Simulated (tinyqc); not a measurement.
# Trap density from two Hall measurements

Question. p-type body, charge-sheet picture, full ionisation (an idealisation for deep acceptors), Boltzmann statistics for free electrons. e = Ec - EF at the surface. psi = Eg - Vt ln(Nv/Na) - e; N_dep = sqrt(2 eps0 eps_r Na (psi - Vt)/q); n_f = sqrt(N_dep^2 + 2 eps0 eps_r Vt Nc exp(-e/Vt)/q) - N_dep; Vg = Vfb + psi + q (N_dep + n_t + n_f)/Cox, Cox = eps0 eox/tox. Find e and n_t at both points and the mean trap density between them.

Inputs (values chosen for the exercise); band and dielectric values close to those of 4H silicon carbide:

| symbol | value | unit | meaning |
|---|---|---|---|
| T | 300 | K | temperature |
| Eg | 3.32 | eV | band gap |
| eps_r | 9.8 |  | relative permittivity |
| Nc | 1.71e19 | cm^-3 | conduction-band density of states at T |
| Nv | 2.46e19 | cm^-3 | valence-band density of states at T |
| eox | 3.9 |  | relative permittivity of the insulator |
| tox | 70 | nm | insulator thickness |
| Na | 4.4e15 | cm^-3 | acceptor density |
| Vfb | -2.26 | V | flat-band voltage without trapped charge |

Constants: q = 1.602176634e-19 C, kB = 1.380649e-23 J/K, Vt = kB T/q, eps0 = 8.8541878128e-14 F/cm where lengths are in cm. Results are converted to the units shown.

Vg (V): [2.8790748, 4.1155371]
free sheet density from the Hall effect (cm^-2): [4.2808268e8, 2.7478499e10]

Answer. Each n_f fixes e; what the gate voltage holds beyond psi, N_dep and n_f is trapped; the difference quotient is the density, smeared over a few Vt.

e (eV): [0.249, 0.140]
n_t (cm^-2): [3.38e11, 6.51e11]
mean trap density = 2.87e12 cm^-2 eV^-1

Numbers from tinyqc (`OMP_NUM_THREADS=1 python tinyqc.py 2222006 2222007 out.jsonl`; about 0.02 s on one thread of a shared Intel Xeon 2.30GHz).
